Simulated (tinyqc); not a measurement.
Empirical pseudopotential in a few plane waves, step by step. One step of it, computed by the program tinyqc.

Problem. Levels at G. Diagonalise the Hermitian matrix.

H(k) at G (eV), order +0+0+0, -1-1-1, -1-1+1, -1+1-1, -1+1+1, +1-1-1, +1-1+1, +1+1-1, +1+1+1, -2+0+0, +0-2+0, +0+0-2, +0+0+2, +0+2+0, +2+0+0:
```
[[0.000000, 1.856791+0.942826i, -1.856791+0.942826i, -1.856791+0.942826i, -1.856791-0.942826i, -1.856791+0.942826i, -1.856791-0.942826i, -1.856791-0.942826i, 1.856791-0.942826i, 0.000000+1.088455i, 0.000000+1.088455i, 0.000000+1.088455i, 0.000000-1.088455i, 0.000000-1.088455i, 0.000000-1.088455i],
 [1.856791-0.942826i, 13.185366, 0.000000-1.088455i, 0.000000-1.088455i, 0.054423, 0.000000-1.088455i, 0.054423, 0.054423, 0.000000, -1.856791-0.942826i, -1.856791-0.942826i, -1.856791-0.942826i, -0.644585+0.125069i, -0.644585+0.125069i, -0.644585+0.125069i],
 [-1.856791-0.942826i, 0.000000+1.088455i, 13.185366, -0.054423, 0.000000-1.088455i, -0.054423, 0.000000-1.088455i, 0.000000, 0.054423, -1.856791+0.942826i, -1.856791+0.942826i, 0.644585+0.125069i, 1.856791-0.942826i, -0.644585-0.125069i, -0.644585-0.125069i],
 [-1.856791-0.942826i, 0.000000+1.088455i, -0.054423, 13.185366, 0.000000-1.088455i, -0.054423, 0.000000, 0.000000-1.088455i, 0.054423, -1.856791+0.942826i, 0.644585+0.125069i, -1.856791+0.942826i, -0.644585-0.125069i, 1.856791-0.942826i, -0.644585-0.125069i],
 [-1.856791+0.942826i, 0.054423, 0.000000+1.088455i, 0.000000+1.088455i, 13.185366, 0.000000, -0.054423, -0.054423, 0.000000-1.088455i, 1.856791+0.942826i, -0.644585+0.125069i, -0.644585+0.125069i, -1.856791-0.942826i, -1.856791-0.942826i, 0.644585-0.125069i],
 [-1.856791-0.942826i, 0.000000+1.088455i, -0.054423, -0.054423, 0.000000, 13.185366, 0.000000-1.088455i, 0.000000-1.088455i, 0.054423, 0.644585+0.125069i, -1.856791+0.942826i, -1.856791+0.942826i, -0.644585-0.125069i, -0.644585-0.125069i, 1.856791-0.942826i],
 [-1.856791+0.942826i, 0.054423, 0.000000+1.088455i, 0.000000, -0.054423, 0.000000+1.088455i, 13.185366, -0.054423, 0.000000-1.088455i, -0.644585+0.125069i, 1.856791+0.942826i, -0.644585+0.125069i, -1.856791-0.942826i, 0.644585-0.125069i, -1.856791-0.942826i],
 [-1.856791+0.942826i, 0.054423, 0.000000, 0.000000+1.088455i, -0.054423, 0.000000+1.088455i, -0.054423, 13.185366, 0.000000-1.088455i, -0.644585+0.125069i, -0.644585+0.125069i, 1.856791+0.942826i, 0.644585-0.125069i, -1.856791-0.942826i, -1.856791-0.942826i],
 [1.856791+0.942826i, 0.000000, 0.054423, 0.054423, 0.000000+1.088455i, 0.054423, 0.000000+1.088455i, 0.000000+1.088455i, 13.185366, -0.644585-0.125069i, -0.644585-0.125069i, -0.644585-0.125069i, -1.856791+0.942826i, -1.856791+0.942826i, -1.856791+0.942826i],
 [0.000000-1.088455i, -1.856791+0.942826i, -1.856791-0.942826i, -1.856791-0.942826i, 1.856791-0.942826i, 0.644585-0.125069i, -0.644585-0.125069i, -0.644585-0.125069i, -0.644585+0.125069i, 17.580488, -0.054423, -0.054423, 0.054423, 0.054423, 0.000000],
 [0.000000-1.088455i, -1.856791+0.942826i, -1.856791-0.942826i, 0.644585-0.125069i, -0.644585-0.125069i, -1.856791-0.942826i, 1.856791-0.942826i, -0.644585-0.125069i, -0.644585+0.125069i, -0.054423, 17.580488, -0.054423, 0.054423, 0.000000, 0.054423],
 [0.000000-1.088455i, -1.856791+0.942826i, 0.644585-0.125069i, -1.856791-0.942826i, -0.644585-0.125069i, -1.856791-0.942826i, -0.644585-0.125069i, 1.856791-0.942826i, -0.644585+0.125069i, -0.054423, -0.054423, 17.580488, 0.000000, 0.054423, 0.054423],
 [0.000000+1.088455i, -0.644585-0.125069i, 1.856791+0.942826i, -0.644585+0.125069i, -1.856791+0.942826i, -0.644585+0.125069i, -1.856791+0.942826i, 0.644585+0.125069i, -1.856791-0.942826i, 0.054423, 0.054423, 0.000000, 17.580488, -0.054423, -0.054423],
 [0.000000+1.088455i, -0.644585-0.125069i, -0.644585+0.125069i, 1.856791+0.942826i, -1.856791+0.942826i, -0.644585+0.125069i, 0.644585+0.125069i, -1.856791+0.942826i, -1.856791-0.942826i, 0.054423, 0.000000, 0.054423, -0.054423, 17.580488, -0.054423],
 [0.000000+1.088455i, -0.644585-0.125069i, -0.644585+0.125069i, -0.644585+0.125069i, 0.644585+0.125069i, 1.856791+0.942826i, -1.856791+0.942826i, -1.856791+0.942826i, -1.856791-0.942826i, 0.000000, 0.054423, 0.054423, -0.054423, -0.054423, 17.580488]]
```

Give: eigenvalues.

Solution.

eigenvalues (eV): [-3.780, 9.149, 9.149, 9.149, 10.280, 13.968, 13.968, 13.968, 16.566, 17.689, 17.689, 20.342, 20.943, 20.943, 20.943]
